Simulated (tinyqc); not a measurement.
Convergence with the size of the ring: vibrations of a mass or spring defect in a linear chain. Computed by tinyqc, a small Python program. Command: `OMP_NUM_THREADS=1 python tinyqc.py 3013297 3013298 out.jsonl localmode walk`. One thread of a shared host (Intel(R) Xeon(R) Processor @ 2.30GHz), about 0.01 s of CPU time with the checks.

A ring of N atoms with nearest-neighbour springs k and motion along the chain. Atom 1 is the defect, of mass M', and its two springs are k'. Odd sites are A (the defect replaces an A atom), even sites B.

Inputs (values chosen for the exercise, for a model chain):
```
quantity                         value           unit
spring constant k                 6.47  eV/angstrom^2
mass M_A                          47.6              u
mass M_B                           170              u
defect mass M'                    22.6              u
spring ratio k'/k at the defect    1.5              -
```

Host: diatomic.

Constants: nu for 1 eV/(angstrom^2 u) = 15.6333042 THz.

Method:
- Host bands: lambda from 0 to 2k/M(heavy) and from 2k/M(light) to 2k (1/M_A + 1/M_B).
- nu = 15.6333042 THz x sqrt(lambda), lambda in eV/(angstrom^2 u).
- D_ii = (sum of the two springs at i)/M_i, D_ij = -k_ij/sqrt(M_i M_j) for neighbours, closed into a ring.
- The same matrix for 120 atoms; amplitudes are the mass-weighted eigenvector, in size, relative to the defect, for the highest mode; its weight is the squared component of the normalised eigenvector on the defect.

band edges (THz): 0.00000  4.31314  8.15107  9.22188

ratio to the top of the host band = 1.62509

highest frequency, long ring = 14.9864 THz

weight of the highest mode on the defect = 0.930564

Highest mode:
```
N    frequency (THz)  weight on the defect  modes outside the bands
4             14.991               0.92861                        2
6             14.986               0.93053                        1
8             14.986               0.93056                        2
12            14.986               0.93056                        2
20            14.986               0.93056                        2
40            14.986               0.93056                        2
80            14.986               0.93056                        2
120           14.986               0.93056                        2
```

The local mode is within 0.01 % of its final value from N = 6 on, and its weight on the defect settles at 0.931: a bound mode needs only a cell larger than its decay length. In the 120-atom ring the modes outside the host bands lie at 4.5282, 14.9864 THz; one close to a band edge can be missing in a short ring.

Extremes, crossings and ranges named in words are read from the listed rows.
